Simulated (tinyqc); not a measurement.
Changing the temperature T: Deal-Grove kinetics of thermal oxidation of silicon. Computed by tinyqc, a small Python program. Command: `OMP_NUM_THREADS=1 python tinyqc.py 3011252 3011253 out.jsonl oxide sweep`. One thread of a shared host (Intel(R) Xeon(R) Processor @ 2.30GHz), about 0.2 s of CPU time with the checks.

Oxidant diffuses through the oxide and reacts at the interface, so that dx/dt = B/(A + 2x) for the oxide thickness x.

Inputs (values chosen for the exercise, close to those used for silicon): prefactor B0 = 815 um^2/h; activation energy E_B = 1.24 eV; prefactor (B/A)0 = 3.94e+06 um/h; activation energy E_A = 2 eV; oxidant pressure p = 1 atm; pressure exponent m of B/A = 0.79; initial oxide x_i = 0.002 um; time t = 3.2 h.

Ambient: dry oxygen. Surface: (100).

Constants: k_B = 8.617333262e-05 eV/K.

Method:
- B = B0 p exp(-E_B/(k_B T)), B/A = (B/A)0 p^m exp(-E_A/(k_B T)), p in atm; A = B/(B/A).
- Temperatures in kelvin are T(C) + 273.15.
- tau = (x_i^2 + A x_i)/B and x = (A/2) [sqrt(1 + 4 B (t + tau)/A^2) - 1], the root of x^2 + A x = B (t + tau).
- Silicon consumed is 0.44 times the oxide grown; the rate is B/(A + 2x).

One run for each value:
```
temperature T (C)  oxide thickness x (um)  length A (um)  linear constant B/A (um/h)  parabolic constant B (um^2/h)
800                               0.00705        0.76703                  1.5959e-03                       0.001224
850                               0.01496        0.53201                  4.1796e-03                       0.002224
900                               0.03165        0.38069                  1.0084e-02                       0.003839
950                               0.06112        0.27997                  2.2638e-02                       0.006338
1000                              0.10368        0.21093                  4.7695e-02                       0.010060
1050                              0.15602        0.16235                  9.4983e-02                       0.015420
1100                              0.21495        0.12736                  1.7990e-01                       0.022912
1150                              0.27895        0.10163                  3.2578e-01                       0.033110
1200                              0.34766        0.08235                  5.6665e-01                       0.046667
```

What does the table show, and why?

Over the rows, oxide thickness x (um) rises from 0.00705 to 0.348; length A (um) falls from 0.767 to 0.0824. A falls with T because E_A exceeds E_B, so hot oxidation turns parabolic sooner. The apparent activation energy of x, -d ln x / d(1/(k_B T)), is 1.56 eV between the first rows and 0.80 eV between the last; a film much thicker than x_i would show E_A = 2 eV in the linear limit and E_B/2 = 0.62 eV in the parabolic one.

Caution (all rows): dry oxides grow faster than Deal-Grove predicts below about 0.03 um, so a start from a thinner film underestimates the thickness (a common remedy is x_i = 0.025 um).
